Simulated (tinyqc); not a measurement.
Inside a calculation. Method: extended Hueckel theory, for H4. Computed by tinyqc, a small Python program that keeps every step (integrals from PySCF). Settings: charge = 0, K = 2.0, weighted = 1, multiplicity = 1. Command: `OMP_NUM_THREADS=1 python tinyqc.py 22615 22616 out.jsonl` (the two numbers bound the seeds that draw the settings). One thread of a shared host (Intel(R) Xeon(R) Processor @ 2.60GHz), about 0.01 s of CPU time with the checks.

## Overlaps

Geometry (angstrom):
```
atom         x         y         z
H     0.000000  0.000000  0.000000
H     0.000000  0.000000  0.701000
H     0.000000  0.872000  0.000000
H     0.000000  0.872000  0.701000
```

Parameters chosen for this run:
```
element  shell  Slater exponent   H_ii (eV)
H           1s         1.300000  -13.600000
```

Slater orbitals, each expanded in six Gaussians scaled to its exponent.

overlap S, order 1H 1s, 2H 1s, 3H 1s, 4H 1s:
$$\begin{pmatrix}
1.000000 & 0.663054 & 0.548465 & 0.401191 \\
0.663054 & 1.000000 & 0.401191 & 0.548465 \\
0.548465 & 0.401191 & 1.000000 & 0.663054 \\
0.401191 & 0.548465 & 0.663054 & 1.000000
\end{pmatrix}$$

## Wolfsberg-Helmholz matrix

diagonal H_ii (eV): 1H 1s -13.600000, 2H 1s -13.600000, 3H 1s -13.600000, 4H 1s -13.600000

K = 2.000000

H_ij = K' S_ij (H_ii + H_jj)/2 for i != j (the diagonal keeps H_ii), with K' = K + D^2 + D^4 (1 - K), D = (H_ii - H_jj)/(H_ii + H_jj), K = 2.

H (eV), order 1H 1s, 2H 1s, 3H 1s, 4H 1s:
$$\begin{pmatrix}
-13.600000 & -18.035060 & -14.918237 & -10.912397 \\
-18.035060 & -13.600000 & -10.912397 & -14.918237 \\
-14.918237 & -10.912397 & -13.600000 & -18.035060 \\
-10.912397 & -14.918237 & -18.035060 & -13.600000
\end{pmatrix}$$

## Orbitals

valence electrons = 4

Solve H C = S C e through S^(-1/2); fill by pairs from the bottom, a degenerate level sharing its electrons equally; each orbital has its largest coefficient positive (the first on a tie).

orbital energies (eV): [-21.994675, -8.136307, 0.886416, 44.502418]

occupations: [2.000000, 2.000000, 0.000000, 0.000000]

coefficients, order 1H 1s, 2H 1s, 3H 1s, 4H 1s:
$$\begin{pmatrix}
0.309332 & 0.591976 & 0.718536 & 1.148068 \\
0.309332 & 0.591976 & -0.718536 & -1.148068 \\
0.309332 & -0.591976 & 0.718536 & -1.148068 \\
0.309332 & -0.591976 & -0.718536 & 1.148068
\end{pmatrix}$$

sum of one-electron energies = -60.261966 eV

## Mulliken analysis

P = C n C^T; charge = valence electrons (H 1) minus the sum of (P S)_ii on the atom; overlap population = 2 sum P_ij S_ij between two atoms.

charges: 1H 0.000000, 2H 0.000000, 3H 0.000000, 4H 0.000000

Overlap populations:
```
pair      value
2-1    1.183210
3-1   -0.558884
3-2   -0.408813
4-1   -0.408813
4-2   -0.558884
4-3    1.183210
```
